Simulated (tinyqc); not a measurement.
First phase against the interface composition: thermodynamics of metal silicides: hull, first phase, silicon consumed, nucleation and stability against SiO2. Computed by tinyqc, a small Python program. Command: `OMP_NUM_THREADS=1 python tinyqc.py 3027552 3027553 out.jsonl silphase walk`. One thread of a shared host (Intel(R) Xeon(R) Processor @ 2.30GHz), about 0.01 s of CPU time with the checks.

Entropies of formation of the solids are neglected, so heats stand for free energies. Si fractions: M2Si 0.3333, MSi 0.5000, MSi2 0.6667.

Inputs (values chosen for the exercise, of the order of those of cobalt silicides for heats and volumes only): heat of formation of M2Si = -37.8 kJ/mol atoms; heat of formation of MSi = -49.3 kJ/mol atoms; heat of formation of MSi2 = -35.8 kJ/mol atoms.

Phases: M2Si, MSi, MSi2.

Method. Effective heat of formation: at the interface the mixture has the Si fraction x_e; the limiting element scales the heat, H_eff = H x_e/x if x_e < x, H (1 - x_e)/(1 - x) otherwise. The rule names the most negative as the first phase; its restriction to congruently melting phases is left out here.

H_eff (kJ/mol atoms):

| x_e | M2Si | MSi | MSi2 | first phase |
|---|---|---|---|---|
| 0.10 | -11.340 | -9.860 | -5.370 | M2Si |
| 0.20 | -22.680 | -19.720 | -10.740 | M2Si |
| 0.30 | -34.020 | -29.580 | -16.110 | M2Si |
| 0.36 | -36.288 | -35.496 | -19.332 | M2Si |
| 0.42 | -32.886 | -41.412 | -22.554 | MSi |
| 0.48 | -29.484 | -47.328 | -25.776 | MSi |
| 0.54 | -26.082 | -45.356 | -28.998 | MSi |
| 0.60 | -22.680 | -39.440 | -32.220 | MSi |
| 0.66 | -19.278 | -33.524 | -35.442 | MSi2 |
| 0.75 | -14.175 | -24.650 | -26.850 | MSi2 |

What follows from these numbers?

Each phase is a triangle with its apex at its own composition. In order of x_e the first phase is M2Si, then MSi, then MSi2. On either side of all three the ranking is that of H/x (Si-poor) or H/(1 - x) (Si-rich).
